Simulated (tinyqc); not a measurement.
Short-channel transistor, virtual-source model with series resistance: one step of the calculation.

The current per gate width is the charge at the top of the source barrier (the virtual source) times its velocity times a saturation function; al and be are fitting constants of the model. Units: I in uA/um, Rs in ohm um, so I Rs = 1e-6 I Rs in volts; Q in uC/cm^2, so I = 1e-4 Q vx0 Fsat with vx0 in cm/s.

Question. What the series resistance costs. Intrinsic voltages Vg' = Vgs - I Rs, Vd' = Vds - 2 I Rs. n = n0 + nd Vd', VT = VT0 - dl Vd', Ff = 1/(1 + exp((Vg' - VT + al Vt/2)/(al Vt))), Q = Cinv n Vt ln(1 + exp((Vg' - VT + al Vt Ff)/(n Vt))), Vdsat = (vx0 L/mu)(1 - Ff) + Vt Ff, Fsat = u/(1 + u^be)^(1/be) with u = Vd'/Vdsat, and I = Q vx0 Fsat per width. I0 is the current for Rs = 0. Effective velocity I/Q; transit time L Q/I.

Parameters, values chosen for the exercise: temperature T = 300 K; inversion capacitance Cinv = 2.9 uF/cm^2; velocity at the virtual source vx0 = 2.19e7 cm/s; apparent mobility mu = 1100 cm^2/(V s); channel length L = 65 nm; threshold at zero drain voltage VT0 = 0.405 V; drain-induced barrier lowering dl = 0.155 V/V; subthreshold factor n0 = 1.53; growth of n with drain voltage nd = 0.1 1/V; threshold shift (in units of Vt) from weak to strong inversion al = 3.5; sharpness of saturation be = 1.4; series resistance of each contact Rs = 30 ohm um; gate voltage Vgs = 0.9 V; drain voltage Vds = 0.45 V.

Constants: q = 1.602176634e-19 C, kB = 1.380649e-23 J/K, Vt = kB T/q. Results are converted to the units shown.

converged I = 2461.1482 uA/um
I0 = 3198.1422 uA/um

Give: loss against I0; effective velocity; transit time.

Answer.

loss against I0 = 23.044 %
effective velocity = 1.8121e7 cm/s
transit time = 0.35870 ps

The carriers leave the virtual source at 82.7 % of vx0.

Program tinyqc, `OMP_NUM_THREADS=1 python tinyqc.py 2380043 2380044 out.jsonl`; Intel Xeon 2.30GHz, shared host, one thread, about 0.01 s.
